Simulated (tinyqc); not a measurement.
Frequency dispersion of an accumulation capacitance by border traps, distributed model: two steps of the calculation.

Traps spread evenly through the insulator exchange electrons with the semiconductor by tunnelling, with tau(x) = t0 exp(2 ka x) at depth x from the interface. The admittance per area Y seen at depth x obeys dY/dx = -Y^2/(i w eps0 eox) + q Nb ln(1 + i w tau)/tau, with Y(0) = i w Cs and w = 2 pi f; the gate sees Y(tox) = G + i w C. Working variable y = Y/(i w), in uF/cm^2. Cox = eps0 eox/tox.

Values chosen for this exercise; permittivity close to that of hafnium oxide: relative permittivity of the insulator eox = 18.5; insulator thickness tox = 12 nm; semiconductor capacitance in accumulation Cs = 5.1 uF/cm^2; density of border traps Nb = 6.5e19 cm^-3 eV^-1; decay constant of the wave function in the insulator ka = 4.4 1/nm; time constant of a trap at the interface t0 = 1e-10 s; frequency f = 100 Hz; depth down to which the steps are taken xe = 2.5 nm.

Constants: q = 1.602176634e-19 C, eps0 = 8.8541878128e-14 F/cm where lengths are in cm. Results are converted to the units shown.

Question 1. Midpoint steps through the active depth. In terms of y: dy/dx = -y^2/(eps0 eox) + s(x), s = q Nb ln(1 + z)/z, z = i w tau. 8 midpoint steps of h = xe/8: y_half = y + (h/2) y'(x, y), y(new) = y + h y'(x + h/2, y_half).

Wanted: x; s; y.

Answer 1.

```
point   x (nm)  s (uF/(cm^2 nm))     y (uF/cm^2)
0            0    1.0414+0.0000i  5.1000+0.0000i
1      0.31250    1.0414+0.0000i  4.9457+0.0000i
2      0.62500    1.0414+0.0000i  4.8177+0.0000i
3      0.93750    1.0414-0.0001i  4.7111+0.0000i
4       1.2500    1.0414-0.0020i  4.6219-0.0002i
5       1.5625    1.0402-0.0306i  4.5470-0.0025i
6       1.8750    0.8418-0.3472i  4.4783-0.0382i
7       2.1875    0.1086-0.1931i  4.2224-0.1419i
8       2.5000    0.0072-0.0250i  3.9158-0.1401i
```

Question 2. Capacitance and conductance at the gate. Beyond xe the traps are ignored, so 1/y(tox) = 1/y(xe) + (tox - xe)/(eps0 eox); C = Re y, G/w = -Im y, loss tangent G/(w C).

y at xe = 3.9158341-0.1400526i uF/cm^2

Wanted: y at the gate; C; G/w; loss tangent.

Answer 2.

y at the gate = 1.1974-0.0131i uF/cm^2
C = 1.1974 uF/cm^2
G/w = 0.013081 uF/cm^2
loss tangent = 0.010924

Numbers from tinyqc (`OMP_NUM_THREADS=1 python tinyqc.py 2202027 2202028 out.jsonl`; about 0.7 s on one thread of a shared Intel Xeon 2.30GHz).
